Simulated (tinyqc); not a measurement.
Weaire-Thorpe hybrids on a Bethe lattice: gap and dangling bond of an amorphous tetrahedral solid: one step. Edges. Three cases, with inputs chosen for the exercise.

Question. Bounds -V2 + V1 and V2 - 3 V1. On the tree the s-like bands are narrower: E = -V1 -/+ sqrt(V2^2 + 4 V1^2 + V1 V2 e) with e from -2 sqrt3 to 2 sqrt3 (for a crystal, -4 to 4), so the conduction edge is -V1 + sqrt(V2^2 + 4 V1^2 - 2 sqrt3 V1 V2).

Four sp3 hybrids an atom at energy 0, coupled by -V1 on the atom and by -V2 along a bond; the bonds form a tree (no rings). For any network the gap runs at least from -V2 + V1 to V2 - 3 V1, and p-like states pile up at -V2 + V1 and V2 + V1. On the tree the gap is wider: it ends at Ec = -V1 + sqrt(V2^2 + 4 V1^2 - 2 sqrt3 V1 V2), which makes it well wider than the gaps of the real glasses. A branch seen from a hybrid has the self-energy S = V2^2 g, where g is the Green function of the hybrid across the bond, whose three partners carry S themselves. With a = z - V1, b = a - S: g = 1/(a + V1 b/(b + 3 V1)), z = E + i eta. A full atom has G = (1/b)(b + 3 V1)/(b + 4 V1) per hybrid; a dangling hybrid with shift dh has G = 1/(1/g - dh).

Give: edges; gaps.

Case 1.

Values chosen (out of a larger set: of the size of tabulated hybrid energies for tetrahedral carbon; not measured data): V1 = 2.01 eV (coupling of two hybrids on one atom); V2 = 10.48 eV (coupling of the two hybrids of a bond).

Answer.

edges (eV): Ev -8.4700, Ec(bound) 4.4500, Ec(tree) 5.2715

gaps (eV): (bound, reached in the crystal) 12.9200, (tree) 13.7415

The gap needs no periodicity, only V2 > 2 V1 (here V2/V1 = 5.214); leaving out rings widens it by 0.821 eV. Two parameters overstate the gap of carbon more than twofold (diamond has 5.5 eV).

Case 2.

Values chosen (out of a larger set: of the size of tabulated hybrid energies for amorphous silicon; not measured data): V1 = 1.78 eV (coupling of two hybrids on one atom); V2 = 4.33 eV (coupling of the two hybrids of a bond).

Answer.

edges (eV): Ev -2.5500, Ec(bound) -1.0100, Ec(tree) 0.3933

gaps (eV): (bound, reached in the crystal) 1.5400, (tree) 2.9433

The gap needs no periodicity, only V2 > 2 V1 (here V2/V1 = 2.433); leaving out rings widens it by 1.403 eV. Two parameters give the trend, not the value.

Case 3.

Values chosen (out of a larger set: of the size of tabulated hybrid energies for tetrahedral carbon; not measured data): V1 = 2.05 eV (coupling of two hybrids on one atom); V2 = 10.2 eV (coupling of the two hybrids of a bond).

Answer.

edges (eV): Ev -8.1500, Ec(bound) 4.0500, Ec(tree) 4.9081

gaps (eV): (bound, reached in the crystal) 12.2000, (tree) 13.0581

The gap needs no periodicity, only V2 > 2 V1 (here V2/V1 = 4.976); leaving out rings widens it by 0.858 eV. Two parameters overstate the gap of carbon more than twofold (diamond has 5.5 eV).

Computed by tinyqc, one run a case: `OMP_NUM_THREADS=1 python tinyqc.py N N+1 out.jsonl` with N = 1452114, 1452786, 1452868; one thread of a shared Intel(R) Xeon(R) Processor @ 2.30GHz, about 0.03 s a run at most.
